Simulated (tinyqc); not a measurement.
Binary melting diagram from solution models of liquid and solid: one step, computed by the program tinyqc.

x is the fraction of B. In a phase with interaction L: mu_A = G_A + R T ln(1 - x) + L x^2, mu_B = G_B + R T ln x + L (1 - x)^2. Melting: G(liquid) - G(solid) = H (1 - T/T_m) for each pure component.

Question. Tie line by Newton steps. Equal potentials: F_A = dG_A + R T ln[(1 - xl)/(1 - xs)] + L_L xl^2 - L_S xs^2 = 0, F_B = dG_B + R T ln(xl/xs) + L_L (1 - xl)^2 - L_S (1 - xs)^2 = 0. Newton steps from the ideal values with the exact Jacobian, halved if x would leave (0, 1); stop below 1e-12, residuals under 1e-7 shown as 0.

Inputs (values chosen for the exercise, modelled on Si-Ge):
```
quantity,value,unit
melting point T_A,1687,K
melting point T_B,1211,K
heat of melting H_A,50.7,kJ/mol
heat of melting H_B,37,kJ/mol
liquid interaction L_L,6.3,kJ/mol
solid interaction L_S,3.9,kJ/mol
```

Diagram: complete solid solution (lens).

T = 1525.16 K

Constants: R = 8.314462618 J/(mol K).

Give: Iteration; liquidus xl; solidus xs.

Answer.

Iteration:
```
step,xl,xs,F_A (kJ/mol),F_B (kJ/mol)
1,0.4682,0.2197,1.193e+00,-5.935e-01
2,0.5523,0.2413,-1.297e-01,-8.206e-02
3,0.5425,0.2359,-2.194e-03,1.697e-03
4,0.5423,0.2359,-2.804e-07,-1.763e-07
5,0.5423,0.2359,0,0
```

liquidus xl = 0.5423

solidus xs = 0.2359
